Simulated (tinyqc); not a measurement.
Gated graphene: carriers, quantum capacitance and optical conductivity: sweeps and comparisons. A value that a table varies takes the place of the one given here.

Cones E = +/- hv |k|, four flavours, D(E) = 2|E|/(pi hv^2). n = (2/pi)(kT/hv)^2 F_1(mu/kT), p = (2/pi)(kT/hv)^2 F_1(-mu/kT), in 1/angstrom^2 (1e16 for 1/cm^2); F_1(eta) = integral_0^infinity x dx/(1 + exp(x - eta)). Cq/e^2 = d(n - p)/d mu = (2 kT/(pi hv^2)) ln(2 + 2 cosh(mu/kT)).

Gate: V = mu/e + e (n - p)/Cox with Cox/e^2 = k/(4 pi e2 t), t in angstrom, e2 = e^2/(4 pi eps0); 1/(eV angstrom^2) in C/e^2 equals 1602.176634 microfarad/cm^2; total 1/C = 1/Cox + 1/Cq.

Conductivity over sigma0 = e^2/(4 hbar): interband Re = sinh(E/2kT)/(cosh(mu/kT) + cosh(E/2kT)); intraband Re = (8 kT/pi) ln(2 cosh(mu/2kT)) Gm/(E^2 + Gm^2). A free sheet absorbs about pi alpha_f Re(sigma/sigma0), alpha_f the fine-structure constant (alpha among the constants).

Constants: kB = 8.617333262e-05 eV/K; e^2/(4 pi eps0) = 14.39964547 eV angstrom; fine-structure constant alpha = 0.007297352564.

Inputs chosen for the exercise (Fermi velocity near that of graphene, gate dielectric near hBN; the results hold for these values, not for the real material):
- hv = 6.11 eV angstrom (hbar vF)
- T = 400 K
- k = 3.4 (dielectric constant of the gate layer)
- t = 20 nm (its thickness)
- Gm = 20 meV (intraband damping)
- V = 6.12 V (gate voltage from the neutrality point)

## Gate sweep

Results:

| V (V) | mu (eV) | n - p (1/cm^2) | n + p (1/cm^2) | Cq (microfarad/cm^2) | C/Cox | Cox V/e (1/cm^2) |
|---|---|---|---|---|---|---|
| 0 | 0.0000 | 0 | 3.33e+11 | 1.31 | 0.897 | 0 |
| 0.18 | 0.0183 | 1.52e+11 | 3.62e+11 | 1.37 | 0.901 | 1.69e+11 |
| 0.49 | 0.0463 | 4.17e+11 | 5.16e+11 | 1.70 | 0.919 | 4.60e+11 |
| 1.2 | 0.0928 | 1.04e+12 | 1.07e+12 | 2.66 | 0.946 | 1.13e+12 |
| 2.4 | 0.1449 | 2.12e+12 | 2.12e+12 | 3.99 | 0.964 | 2.25e+12 |
| 4.3 | 0.2031 | 3.85e+12 | 3.85e+12 | 5.55 | 0.974 | 4.04e+12 |
| 6.1 | 0.2462 | 5.50e+12 | 5.50e+12 | 6.73 | 0.978 | 5.73e+12 |
| 9.2 | 0.3067 | 8.36e+12 | 8.36e+12 | 8.38 | 0.982 | 8.64e+12 |
| 13 | 0.3678 | 1.19e+13 | 1.19e+13 | 10.0 | 0.985 | 1.22e+13 |

At neutrality n + p = 3.33e+11 1/cm^2 of thermal carriers remain and C/Cox = 0.897; at the last row C/Cox = 0.985 and the plain capacitor rule overstates n - p by 2.9 %. Between the last two rows mu goes as V^0.53; for |mu| well above kT the limits are 1/2 where Cox is small against Cq and 1 where it is large.

## Absorption spectrum

mu = 0.24660 eV

Results:

| E (eV) | interband | intraband | absorption (%) |
|---|---|---|---|
| 0.049 | 0.0012 | 2.2424 | 5.144 |
| 0.099 | 0.0031 | 0.6157 | 1.419 |
| 0.173 | 0.0095 | 0.2071 | 0.496 |
| 0.247 | 0.0273 | 0.1023 | 0.297 |
| 0.345 | 0.1044 | 0.0526 | 0.360 |
| 0.419 | 0.2542 | 0.0357 | 0.665 |
| 0.493 | 0.4993 | 0.0258 | 1.204 |
| 0.567 | 0.7447 | 0.0195 | 1.752 |
| 0.641 | 0.8951 | 0.0153 | 2.087 |
| 0.789 | 0.9865 | 0.0101 | 2.285 |
| 0.986 | 0.9992 | 0.0065 | 2.306 |
| 1.480 | 1.0000 | 0.0029 | 2.299 |

The edge lies at 2|mu| = 0.493 eV and, for |mu| above about 3 kT (here 7.2), rises from 10 % to 90 % over about 8.8 kT = 0.303 eV. The absorption is lowest, 0.297 %, at 0.247 eV of those listed, between the Drude tail and the edge; at the last row it is 2.299 % against pi alpha_f = 2.293 %. The thin-sheet formula fails where the absorption is large, and trigonal warping matters above about 1.5 eV.

## What moves the Fermi level

All results formed anew. Each row changes one parameter from the base and keeps the others.

Results:

| case | mu (eV) | n - p (1/cm^2) | C/Cox |
|---|---|---|---|
| base | 0.2466 | 5.518e+12 | 0.9782 |
| V = 7.956 V | 0.2839 | 7.208e+12 | 0.9810 |
| t = 14 nm | 0.2962 | 7.816e+12 | 0.9741 |
| k = 4.08 | 0.2710 | 6.594e+12 | 0.9762 |
| hv = 6.72 eV angstrom | 0.2721 | 5.494e+12 | 0.9761 |
| T = 500 K | 0.2422 | 5.522e+12 | 0.9778 |

The largest shifts from the base row, up to three for each result and ties (the steps differ in size, so this ranks the rows, not the parameters). mu (eV): t +0.0496, V +0.0373, hv +0.0255. n - p (1/cm^2): t +2.30e+12, V +1.69e+12, k +1.08e+12. C/Cox: t -0.0040, V +0.0028, hv -0.0021.

tinyqc: `OMP_NUM_THREADS=1 python tinyqc.py 1650370 1650371 out.jsonl`; about 0.01 s, one thread, shared Intel(R) Xeon(R) Processor @ 2.30GHz.
